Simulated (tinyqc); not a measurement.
Counting rate against photon rate.

True rate n = nph PDP (dark counts neglected); measured n/(1 + n td) for a non-paralysable detector, n exp(-n td) for a paralysable one.

Parameters, values chosen for the exercise:

| symbol | value | unit | meaning |
|---|---|---|---|
| td | 100 | ns | dead time |

PDP = 0.74

Counting rate against photon rate:
```
nph (1/s)     n td  non-paralysable (1/s)  paralysable (1/s)
1.4e5      0.01036                1.025e5            1.025e5
3.1e5      0.02294                2.243e5            2.242e5
7.2e5      0.05328                5.058e5            5.052e5
1.7e6       0.1258                1.117e6            1.109e6
3.8e6       0.2812                2.195e6            2.123e6
8.8e6       0.6512                3.944e6            3.395e6
2e7          1.480                5.968e6            3.369e6
4.7e7        3.478                7.767e6            1.074e6
1.1e8        8.140                8.906e6            2.374e4
```

The non-paralysable rate climbs towards 1/td = 1.00e7 1/s and reaches 0.891 of it. The paralysable rate goes from 1.03e5 through a maximum of 3.40e6 (at nph = 8.8e6 1/s among the rows listed) to 23700 1/s; its true maximum, 1/(e td) = 3.68e6 1/s, lies at n td = 1, so a measured rate below that has two possible causes.

Numbers from tinyqc (`OMP_NUM_THREADS=1 python tinyqc.py 2630118 2630119 out.jsonl`; about 0.01 s on one thread of a shared Intel Xeon 2.30GHz).
